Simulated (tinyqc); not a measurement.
Undoped gate-all-around wire MOSFET, analytic charge model: course of the iteration: charge at the source by Newton steps.

An undoped round wire of radius R under an insulator shell and a surrounding gate; long channel, electrons only, n = ni exp((psi - V)/Vt) with V the quasi-Fermi potential (0 at the source, Vd at the drain), constant mobility, no quantisation. The radial Poisson equation gives n(r) = n(0)/(1 - (1 - b) r^2/R^2)^2 with b = Q0/(Q + Q0). Q is the electron charge per area of the wire surface.

With V = 0: f = Q/Cox + Vt ln(Q/Q0) + Vt ln(1 + Q/Q0) - (Vg - V0); f' = 1/Cox + Vt/Q + Vt/(Q + Q0); Q(new) = Q - f/f'.

Stop when Q changes by less than 1e-8 nC/cm^2, or after 40 iterations.

Inputs (values chosen for the exercise): temperature T = 273 K; gate voltage Vg = 0.61 V.

Constants: q = 1.602176634e-19 C, kB = 1.380649e-23 J/K, Vt = kB T/q. Results are converted to the units shown.

Q at the start = 16 nC/cm^2
Cox = 3.81009 uF/cm^2
Q0 = 163.861 nC/cm^2
V0 = 0.509387 V

Course of the iteration:

| iteration | Q (nC/cm^2) | \|change\| (nC/cm^2) |
|---|---|---|
| 1 | 95.9272 | 79.9 |
| 2 | 224.952 | 129 |
| 3 | 257.204 | 32.3 |
| 4 | 257.930 | 0.726 |
| 5 | 257.931 | 3.14e-4 |
| 6 | 257.931 | 5.85e-11 |

Did this iteration meet its convergence test, and what does its course show?

Yes. Converged in 6 iterations. At the end the number of correct digits about doubles with each step.

Range of the model: In a wire this thin, quantum confinement raises the threshold; it is left out. The surface density at the source passes 0.3 Nc, where Boltzmann statistics fail.

Computed by the program tinyqc: `OMP_NUM_THREADS=1 python tinyqc.py 2460021 2460022 out.jsonl`, one thread of a shared Intel Xeon 2.30GHz, about 0.02 s for the whole run.
